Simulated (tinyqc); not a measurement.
MOS inversion layer, Poisson-Schroedinger loop: one step of the calculation.

Electrons confined at an insulator interface at z = 0, treated as a hard wall; parabolic valleys, Hartree approximation, no image or exchange terms. The depletion charge lies far deeper than the electrons and gives a uniform field q Nd/(eps0 eps_r); the gate balances all charge. Energies are counted from the band edge at the interface.

Task. Fermi level and occupations. Level k holds N_k = D_k Vt ln(1 + exp((EF - E_k)/Vt)) with D = md1 m0 q/(pi hbar^2) per eV (spin included); EF is fixed by sum N_k = Ns.

Inputs (values chosen for the exercise); masses and permittivity close to those of In0.53Ga0.47As:
- T = 300 K (temperature)
- md1 = 0.0402 m0 (in-plane density-of-states mass of set A)
- Ns = 9.8e11 cm^-2 (sheet density of electrons)

Constants: q = 1.602176634e-19 C, kB = 1.380649e-23 J/K, hbar = 1.054571817e-34 J s, m0 = 9.1093837015e-31 kg, Vt = kB T/q. Results are converted to the units shown.

levels (eV): A1 0.22835964, A2 0.39619111

Wanted: EF; N_k.

Result.

EF = 0.2835 eV
N_k (cm^-2): A1 9.745e11, A2 5.516e9

Computed by the program tinyqc: `OMP_NUM_THREADS=1 python tinyqc.py 2160080 2160081 out.jsonl`, one thread of a shared Intel Xeon 2.30GHz, about 0.4 s for the whole run.
